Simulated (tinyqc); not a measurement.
On-chip interconnect, size-dependent resistivity and RC delay: one step of the calculation.

A rectangular line between two neighbours and two ground planes. Surface and grain-boundary scattering are added to the bulk resistivity as corrections; capacitances are parallel-plate values without fringing; inductance is ignored.

Question. Resistivity, resistance and capacitance per length. Metal width x = wd - 2 tl, height y = AR wd - tl; grain boundaries (Mayadas-Shatzkes): al = (lam/(gr x)) Rg/(1 - Rg), g = 1/[1 - 3 al/2 + 3 al^2 - 3 al^3 ln(1 + 1/al)] - 1; surfaces (Fuchs-Sondheimer, thick limit): s = (3/8) lam (1 - ps)(1/x + 1/y); rho = rho0 (1 + g + s); r = rho/(x y); c = eps0 ek (2 wd/hd + 2 Mf AR wd/sp).

Values chosen for this exercise; metal values close to those of copper:
```
symbol  value     unit                                             meaning
rho0     1.72  uohm cm                                    bulk resistivity
lam      40.6       nm                                 bulk mean free path
ps          0                         specular share of surface scattering
Rg       0.59                   reflection coefficient of grain boundaries
gr        1.5                              grain size over the metal width
wd         14       nm                                    drawn line width
AR        2.5                              aspect ratio, height over width
tl        1.6       nm  liner on both walls and the bottom, not conducting
sp         28       nm                     space to the neighbouring lines
hd         25       nm     dielectric height to the planes above and below
ek        2.2                      relative permittivity of the dielectric
Mf          1                              Miller factor of the neighbours
```

Constants: eps0 = 8.8541878128e-12 F/m. Results are converted to the units shown.

Give: x; y; al; g; s; rho; r; c.

Answer.

x = 10.800 nm
y = 33.400 nm
al = 3.6064
g = 4.8668
s = 1.8656
rho = 13.300 uohm cm
r = 368.70 ohm/um
c = 0.070515 fF/um

Range of the model: The metal width is under the mean free path, where the thick-limit surface term and the simple sum of corrections lose accuracy.

tinyqc, about 0.01 s, one thread, Intel Xeon 2.30GHz (shared host): `OMP_NUM_THREADS=1 python tinyqc.py 2100126 2100127 out.jsonl`
